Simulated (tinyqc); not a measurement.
# Inputs raised by 5 %, one at a time

Model: trap-assisted generation and recombination current of an abrupt junction. Computed by tinyqc, a small Python program. Command: `OMP_NUM_THREADS=1 python tinyqc.py 3029506 3029507 out.jsonl junctionleak sens`. One thread of a shared host (Intel(R) Xeon(R) Processor @ 2.30GHz), about 0.04 s of CPU time with the checks.

Depletion approximation, flat quasi-Fermi levels across the depleted layer, long neutral regions with minority lifetimes tau_n and tau_p, full ionisation and Boltzmann statistics. Voltages in exponents stand for e V.

Inputs (values chosen for the exercise, with bands and screening modelled on GaP):
```
quantity                              value    unit
gap E_g                                2.29      eV
electron mass m_e                     0.487     m_0
valleys M_c                               3       -
hole mass m_h                         0.823     m_0
dielectric constant eps                  11       -
acceptor density N_A                  6e+16   cm^-3
donor density N_D                   4.4e+17   cm^-3
capture time tau_n                  1.3e-05       s
capture time tau_p                  6.4e-09       s
trap level E_t - E_i                      0      eV
electron diffusion coefficient D_n       20  cm^2/s
hole diffusion coefficient D_p          2.1  cm^2/s
forward bias V                          1.1       V
reverse bias V_r                        7.7       V
temperature T                           450       K
```

Field enhancement: none.

Constants: k_B = 8.617333262e-05 eV/K; m_0 = 9.1093837015e-31 kg; k_B = 1.380649e-23 J/K; h = 6.62607015e-34 J s; e = 1.602176634e-19 C; eps_0 = 8.8541878128e-12 F/m.

Method:
- N_c = 2 M_c (2 pi m_e k_B T/h^2)^(3/2) and N_v = 2 (2 pi m_h k_B T/h^2)^(3/2), masses in units of m_0.
- n_i = sqrt(N_c N_v) exp(-E_g/2 k_B T); V_bi = (k_B T/e) ln(N_A N_D/n_i^2); diffusion saturation current J_d0 = e n_i^2 [sqrt(D_n/tau_n)/N_A + sqrt(D_p/tau_p)/N_D].
- W = sqrt(2 eps eps_0 (V_bi - V)(1/N_A + 1/N_D)/e), x_p = W N_D/(N_A + N_D), x_n = W - x_p, peak field F_m = 2 (V_bi - V)/W; reverse bias means V = -V_r.
- Potential from the p edge: phi = (V_bi - V) x^2/(x_p W) on the p side and (V_bi - V)[1 - (W - x)^2/(x_n W)] on the n side; p = N_A exp(-phi/k_B T), n = n_i^2 exp(V/k_B T)/p; U = (n p - n_i^2)/[tau_p (n + n_i exp(dE/k_B T)) + tau_n (p + n_i exp(-dE/k_B T))], dE = E_t - E_i, n1 = n_i exp(dE/k_B T), p1 = n_i exp(-dE/k_B T); J_t = e int U dx by the trapezoid rule on 400 intervals on each side.
- Generation lifetime tau_g = tau_p exp(dE/k_B T) + tau_n exp(-dE/k_B T); textbook estimate e n_i W/tau_g; generation current J_g = -J_t; total = J_g + J_d0 (1 - exp(-V_r/k_B T)).
- Total J = J_t + J_d0 (exp(V/k_B T) - 1); ideality n = (e/k_B T) dV/d ln J, central difference of 1 mV.

Runs; columns: (1) input moved; (2) from; (3) to; (4) total reverse current (A/cm^2); (5) total forward current (A/cm^2); (6) ideality factor; (7) peak field F_m (V/cm):
```
(1)                               (2)        (3)         (4)         (5)     (6)         (7)
base run                            -          -  2.1707e-12  3.7781e-06  1.6219  4.0757e+05
acceptor density N_A (cm^-3)    6e+16    6.3e+16  2.1201e-12  3.6879e-06  1.6199  4.1643e+05
donor density N_D (cm^-3)     4.4e+17   4.62e+17  2.1683e-12  3.7536e-06  1.6285  4.0878e+05
capture time tau_n (s)        1.3e-05  1.365e-05  2.0678e-12  3.6964e-06  1.6185  4.0757e+05
capture time tau_p (s)        6.4e-09   6.72e-09  2.1702e-12  3.6960e-06  1.6204  4.0757e+05
reverse bias V_r (V)              7.7      8.085  2.2403e-12  3.7781e-06  1.6219  4.1569e+05
forward bias V (V)                1.1      1.155  2.1707e-12  9.4532e-06  1.4707  4.0757e+05
temperature T (K)                 450      472.5  9.5737e-12  1.0935e-05  1.4552  4.0699e+05
```

Exponents ln(y'/y) / ln(x'/x):
```
input                 total reverse current  total forward current  ideality factor  peak field F_m
acceptor density N_A                 -0.483                 -0.495           -0.026           0.441
donor density N_D                    -0.022                 -0.134            0.083           0.061
capture time tau_n                   -0.995                 -0.448           -0.043           0.000
capture time tau_p                   -0.005                 -0.451           -0.019           0.000
reverse bias V_r                      0.647                  0.000            0.000           0.405
forward bias V                        0.000                 18.797           -2.006           0.000
temperature T                        30.416                 21.781           -2.222          -0.029
```

To which inputs is each result most sensitive?

Among the inputs moved here: total reverse current answers most in size to temperature T (exponent +30.416), next to capture time tau_n (-0.995); its exponent is below 0.0005 for forward bias V. total forward current answers most in size to temperature T (exponent +21.781), next to forward bias V (+18.797); its exponent is below 0.0005 for reverse bias V_r. Ideality factor answers most in size to temperature T (exponent -2.222), next to forward bias V (-2.006); its exponent is below 0.0005 for reverse bias V_r. Peak field F_m answers most in size to acceptor density N_A (exponent +0.441), next to reverse bias V_r (+0.405); its exponent is below 0.0005 for capture time tau_n, capture time tau_p, forward bias V.

Extremes, crossings and ranges named in words are read from the listed rows.
